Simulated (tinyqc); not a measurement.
Input admittance of a MOSFET at zero drain bias: distributed channel and distributed gate: effect of the channel length.

Source and drain grounded, strong inversion, w = 2 pi f, Cox = eps0 eox/tox. The channel is an RC line of resistance 1/(mu Cox Vo) per square fed from both ends, so one finger has the intrinsic admittance y = i w Cox L tanh(g)/g per width, g = (1/2) sqrt(i w tau), tau = L^2/(mu Vo). The vertical resistance rv/L is in series with y, the overlaps 2 i w Cov in parallel: y_t = 1/(1/y + rv/L) + 2 i w Cov. The gate strip is a line of Rsh/L per length loaded by y_t, so a finger has Y = y_t Wf tanh(k)/k, k = (Wf/sd) sqrt(y_t Rsh/L); the device has Nf Y.

Low-frequency limits, with c = Cox L and ct = c + 2 Cov: R_strip = Rsh Wf/(3 sd^2 L Nf), R_ch = (c/ct)^2 L/(12 mu Cox Vo Wf Nf), R_vert = (c/ct)^2 rv/(L Wf Nf), C = ct Wf Nf. Z = 1/(Nf Y) = R + 1/(i w C), Q = |Im Z|/R, far-point signal |1/cosh k|.

Values chosen for this exercise; values of the order met in silicon radio-frequency transistors:
- eox = 3.9 (relative permittivity of the gate insulator (close to silicon dioxide))
- tox = 4.8 nm (insulator thickness)
- Wf = 0.96 um (finger width)
- Nf = 64 (number of fingers)
- mu = 130 cm^2/(V s) (channel mobility)
- Vo = 0.7 V (gate overdrive)
- Rsh = 18 ohm/square (sheet resistance of the gate)
- rv = 2.7 ohm um^2 (vertical resistivity of the gate stack)
- sd = 1 (number of ends at which a finger is contacted)
- Cov = 0.28 fF/um (overlap and fringe capacitance on each side)
- f = 2.6 GHz (frequency)

Constants: eps0 = 8.8541878128e-14 F/cm where lengths are in cm. Results are converted to the units shown.

Effect of the channel length:
```
L (um)	w tau	|k|	R (ohm)	low-frequency R (ohm)	C (fF)	Q	signal at the far point
0.03	0.001616	0.08372	3.161	3.161	47.67	406.2	1.000
0.058	0.006039	0.06757	1.909	1.909	60.04	534.1	1.000
0.11	0.02172	0.05770	1.737	1.737	83.03	424.5	1.000
0.22	0.08689	0.05137	3.005	3.005	131.6	154.7	1.000
0.42	0.3167	0.04806	6.481	6.482	220.0	42.93	1.000
0.8	1.149	0.04611	13.91	13.92	387.1	11.37	0.9999
1.6	4.596	0.04320	29.89	30.23	717.3	2.856	0.9997
3	16.16	0.03349	52.95	59.09	1015	1.139	0.9996
```

As L goes from 0.03 to 3, R goes from 3.16 through a minimum of 1.74 (at L = 0.11 among the rows listed) to 52.9 ohm, C rises from 47.7 to 1020 fF and Q goes from 406 through a maximum of 534 (at L = 0.058 among the rows listed) to 1.14. R_strip falls as 1/L while R_ch grows with L, which gives the minimum of R.

Computed by the program tinyqc: `OMP_NUM_THREADS=1 python tinyqc.py 2262005 2262006 out.jsonl`, one thread of a shared Intel Xeon 2.30GHz, about 0.01 s for the whole run.
